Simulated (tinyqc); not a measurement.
## Polarisation charge from two barrier thicknesses

Inverse problem. Voff = phiB - dEc - q sigma d/(eps0 eb). Find sigma, phiB - dEc and the thickness at which Voff = 0.

Constants: q = 1.602176634e-19 C, eps0 = 8.8541878128e-14 F/cm where lengths are in cm. Results are converted to the units shown.

Voff at d = 15 and 33 nm (V): -4.8764848  -11.568626
eb = 9.155

Solution. Voff is a straight line in d: its slope is -q sigma/(eps0 eb) and its intercept phiB - dEc.

sigma = 1.88e13 cm^-2
phiB - dEc = 0.700 V
thickness for Voff = 0 = 1.88 nm

Program tinyqc, `OMP_NUM_THREADS=1 python tinyqc.py 2180114 2180115 out.jsonl`; Intel Xeon 2.30GHz, shared host, one thread, about 0.01 s.
